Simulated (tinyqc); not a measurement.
RHF in the sto-6g basis, for BeH2, spin multiplicity 1, step by step (part 2 of 2). Computed by tinyqc, a small Python program that keeps every step (integrals from PySCF). Command: `OMP_NUM_THREADS=1 python tinyqc.py 26791 26792 out.jsonl` (the two numbers bound the seeds that draw the settings). One thread of a shared host (Intel(R) Xeon(R) Processor @ 2.60GHz), about 0.1 s of CPU time with the checks.

Geometry (angstrom):
```
atom         x          y         z
Be    0.000000   0.000000  0.000000
H     0.000000   1.339000  0.077000
H     0.000000  -1.339000  0.077000
```

## Iteration 6 (converged): orbitals

converged F (hartree), order 1Be 1s, 1Be 2s, 1Be 2px, 1Be 2py, 1Be 2pz, 2H 1s, 3H 1s:
```
[[-4.588389, -1.248849, 0.000000, 0.000000, 0.001173, -0.357873, -0.357873],
 [-1.248849, -0.602165, 0.000000, 0.000000, -0.013464, -0.414307, -0.414307],
 [0.000000, 0.000000, 0.208612, 0.000000, 0.000000, 0.000000, 0.000000],
 [0.000000, 0.000000, 0.000000, -0.236311, 0.000000, -0.334622, 0.334622],
 [0.001173, -0.013464, 0.000000, 0.000000, 0.207594, -0.015572, -0.015572],
 [-0.357873, -0.414307, 0.000000, -0.334622, -0.015572, -0.316804, -0.050461],
 [-0.357873, -0.414307, 0.000000, 0.334622, -0.015572, -0.050461, -0.316804]]
```

X, order 1Be 1s, 1Be 2s, 1Be 2px, 1Be 2py, 1Be 2pz, 2H 1s, 3H 1s:
```
[[0.000000, -0.307433, 0.938968, 0.000000, -0.208562, 0.000000, 0.239722],
 [0.000000, 1.236779, -0.103865, 0.000000, -0.035424, 0.000000, 0.511421],
 [0.000000, 0.000000, 0.000000, 1.000000, 0.000000, 0.000000, 0.000000],
 [1.425673, 0.000000, 0.000000, 0.000000, 0.000000, 0.545793, 0.000000],
 [0.000000, 0.073126, 0.227562, 0.000000, 0.972140, 0.000000, 0.028189],
 [-1.034573, -0.793471, -0.252364, 0.000000, 0.057592, 0.376060, 0.353433],
 [1.034573, -0.793471, -0.252364, 0.000000, 0.057592, -0.376060, 0.353433]]
```

Diagonalise F' = X^T F X, C = X C', fill 3 alpha and 3 beta electrons from the bottom; D = 2 C_occ C_occ^T. Each column has its largest component positive (the first on a tie).

F' = X^T F X (hartree):
```
[[0.923755, 0.000000, 0.000000, 0.000000, 0.000000, 0.042459, 0.000000],
 [0.000000, 0.411833, 0.438666, 0.000000, -0.091678, 0.000000, 0.176679],
 [0.000000, 0.438666, -3.543855, 0.000000, 0.898315, 0.000000, -1.563168],
 [0.000000, 0.000000, 0.000000, 0.208612, 0.000000, 0.000000, 0.000000],
 [0.000000, -0.091678, 0.898315, 0.000000, -0.007503, 0.000000, 0.386544],
 [0.042459, 0.000000, 0.000000, 0.000000, 0.000000, -0.420453, 0.000000],
 [0.000000, 0.176679, -1.563168, 0.000000, 0.386544, 0.000000, -1.240807]]
```

orbital energies (hartree): [-4.589997, -0.457565, -0.421793, 0.207130, 0.208612, 0.460100, 0.925095]

coefficients C, order 1Be 1s, 1Be 2s, 1Be 2px, 1Be 2py, 1Be 2pz, 2H 1s, 3H 1s:
```
[[0.994621, -0.213895, 0.000000, 0.023550, 0.000000, -0.203872, 0.000000],
 [0.021522, 0.551845, 0.000000, -0.112112, 0.000000, 1.218873, 0.000000],
 [0.000000, 0.000000, 0.000000, 0.000000, 1.000000, 0.000000, 0.000000],
 [0.000000, 0.000000, 0.500557, 0.000000, 0.000000, 0.000000, 1.442177],
 [-0.000081, 0.013686, 0.000000, 0.993741, 0.000000, 0.123592, 0.000000],
 [-0.001995, 0.398083, 0.408502, 0.045816, 0.000000, -0.812984, -1.022198],
 [-0.001995, 0.398083, -0.408502, 0.045816, 0.000000, -0.812984, 1.022198]]
```

D after iteration 6, order 1Be 1s, 1Be 2s, 1Be 2px, 1Be 2py, 1Be 2pz, 2H 1s, 3H 1s:
```
[[2.070044, -0.193261, 0.000000, 0.000000, -0.006016, -0.174264, -0.174264],
 [-0.193261, 0.609992, 0.000000, 0.000000, 0.015102, 0.439274, 0.439274],
 [0.000000, 0.000000, 0.000000, 0.000000, 0.000000, 0.000000, 0.000000],
 [0.000000, 0.000000, 0.000000, 0.501115, 0.000000, 0.408957, -0.408957],
 [-0.006016, 0.015102, 0.000000, 0.000000, 0.000375, 0.010897, 0.010897],
 [-0.174264, 0.439274, 0.000000, 0.408957, 0.010897, 0.650695, -0.016801],
 [-0.174264, 0.439274, 0.000000, -0.408957, 0.010897, -0.016801, 0.650695]]
```

## Convergence

Stop when the energy changes by less than 1e-08 hartree and every element of the error matrix X^T (F D S - S D F) X is below 3e-05.

Course of the cycle:
```
iteration   E (hartree)     change  largest element of the error matrix
1          -15.25593310          -                             7.84e-01
2          -15.71966014  -4.64e-01                             7.52e-02
3          -15.72300144  -3.34e-03                             2.97e-03
4          -15.72302211  -2.07e-05                             7.85e-04
5          -15.72302352  -1.41e-06                             3.46e-05
6          -15.72302352  -3.03e-09                             5.62e-06
```

PySCF RHF in the same basis = -15.72302352 hartree

Converged in 6 iterations.

## Populations, bond orders and dipole

overlap S, order 1Be 1s, 1Be 2s, 1Be 2px, 1Be 2py, 1Be 2pz, 2H 1s, 3H 1s:
```
[[1.000000, 0.254764, 0.000000, 0.000000, 0.000000, 0.071887, 0.071887],
 [0.254764, 1.000000, 0.000000, 0.000000, 0.000000, 0.460199, 0.460199],
 [0.000000, 0.000000, 1.000000, 0.000000, 0.000000, 0.000000, 0.000000],
 [0.000000, 0.000000, 0.000000, 1.000000, 0.000000, 0.523911, -0.523911],
 [0.000000, 0.000000, 0.000000, 0.000000, 1.000000, 0.030128, 0.030128],
 [0.071887, 0.460199, 0.000000, 0.523911, 0.030128, 1.000000, 0.038412],
 [0.071887, 0.460199, 0.000000, -0.523911, 0.030128, 0.038412, 1.000000]]
```

Mulliken: Z minus the diagonal of D S on the atom; Loewdin: the same with S^(1/2) D S^(1/2); Mayer order: 2 sum_s sum (D(s) S)_ij (D(s) S)_ji over the two atoms.

Charges (e):
```
atom   Mulliken    Loewdin
1Be    0.108523   0.084422
2H    -0.054262  -0.042211
3H    -0.054262  -0.042211
```

Mayer bond orders:
```
pair     order
2-1   0.996796
3-1   0.996796
3-2   0.000260
```

dipole moment about the origin, x y z (debye): [0.000000, 0.000000, -0.269097]
